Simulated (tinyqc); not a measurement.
# Four-point probe at the centre of a round wafer

Four collinear probes with spacing s at the centre of a thin disc of diameter d with an insulating edge: Rs = C V/I, C = pi/{ln 2 + ln[((d/s)^2 + 3)/((d/s)^2 - 3)]}; C tends to pi/ln 2 = 4.5324. x = d/s.

Values chosen for this exercise:
- ns = 6.7e12 cm^-2 (sheet density of the layer)
- mu = 560 cm^2/(V s) (drift mobility)
- I = 100 uA (current)

Constants: q = 1.602176634e-19 C. Results are converted to the units shown.

Result of one run:
```
x      C  C over its limit  V for Rs = 1/(q ns mu) (mV)
5  3.362            0.7419                        49.47
```

What becomes of these results when the ratio d/s x is changed from 5 to 3, all else the same?

Result of the changed run:
```
x      C  C over its limit  V for Rs = 1/(q ns mu) (mV)
3  2.266            0.5000                        73.41
```

The whole series:
```
x        C  C over its limit  V for Rs = 1/(q ns mu) (mV)
3    2.266            0.5000                        73.41
3.5  2.633            0.5810                        63.18
4    2.929            0.6462                        56.80
5    3.362            0.7419                        49.47
7.5  3.927            0.8665                        42.36
10   4.171            0.9203                        39.88
15   4.364            0.9630                        38.12
20   4.436            0.9788                        37.50
40   4.508            0.9946                        36.90
100  4.528            0.9991                        36.73
```

C rises from 2.266 to 4.528. Using 4.5324 overstates Rs by 100 % in the first row and by under 1 % from d/s = 40 on among the rows.

Numbers from tinyqc (`OMP_NUM_THREADS=1 python tinyqc.py 2850218 2850219 out.jsonl`; about 0.01 s on one thread of a shared Intel Xeon 2.30GHz).
